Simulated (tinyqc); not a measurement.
# Worked calculation: read current of a NAND string, cells in series solved by shooting

Computed by the program tinyqc: `OMP_NUM_THREADS=1 python tinyqc.py 2142228 2142229 out.jsonl`, one thread of a shared Intel Xeon 2.30GHz, about 0.7 s for the whole run. Printed values are rounded.

Cells in series, numbered from 0 at the source line (0 V) to the bit line, each followed by a gap resistance Rg. A cell with gate Vg, threshold VT, source Vs and drain Vd passes I = 2 nf K Vt^2 [F(Vs) - F(Vd)]/(1 + th max(Vg - VT, 0)), F(V) = ln^2(1 + exp((Vg - VT - nf V)/(2 nf Vt))). The selected cell has Vg = Vr, the others Vg = Vp.

Inputs (values chosen for the exercise); values of the order met in vertical NAND strings: temperature T = 300 K; gain factor of a cell K = 5.4 uA/V^2; slope factor nf = 1.3; mobility reduction factor th = 0.19 1/V; resistance of the gap between cells Rg = 12 kohm; bit-line voltage Vbl = 0.5 V; pass voltage Vp = 7.7 V; read voltage on the selected word line Vr = 1.19 V.

Constants: q = 1.602176634e-19 C, kB = 1.380649e-23 J/K, Vt = kB T/q. Results are converted to the units shown.

## Step 1: node voltages for a trial current

first trial current = 0.31 uA
thresholds from the source end, cell 0 to 4 (V): -2.2  4.2  -2.2  0.5  4.2

For a trial current I start at 0 V and, cell by cell (the selected one is cell 3), solve for the drain: sqrt(F(Vd)) = sqrt(F(Vs) - I/k), k = 2 nf K Vt^2/(1 + th max(Vg - VT, 0)), Vd = [Vg - VT - 2 nf Vt ln(exp(sqrt F) - 1)]/nf, then add I Rg.

node voltage after each cell and gap, trial 1, cell 0 to 4 (V): 0.0204445  0.0518262  0.0723855  0.202573  0.236001

## Step 2: node voltages for a trial current

second trial current = 0.48 uA

As before.

node voltage after each cell and gap, trial 2, cell 0 to 4 (V): 0.0316716  0.0805704  0.112520  0.397577  0.453498

## Course of the secant iteration

Secant steps on the end voltage less Vbl, from the two trials; a trial above the saturation current of a cell has no solution and is moved halfway to the previous trial. Stop below 1e-9 V.

Course of the iteration:
```
iteration	I (uA)	end voltage - Vbl (V)	halvings
1	0.516347	0.0971	0
2	0.491767	-0.0189	0
3	0.495774	-7.94e-3	0
4	0.498672	7.45e-4	0
5	0.498423	-2.91e-5	0
6	0.498433	-1.06e-7	0
7	0.498433	1.52e-11	0
```

Converged in 7 iterations to I = 0.49843 uA. The selected cell takes 63.6 % of the bit-line voltage and the gaps together 5.98 %.
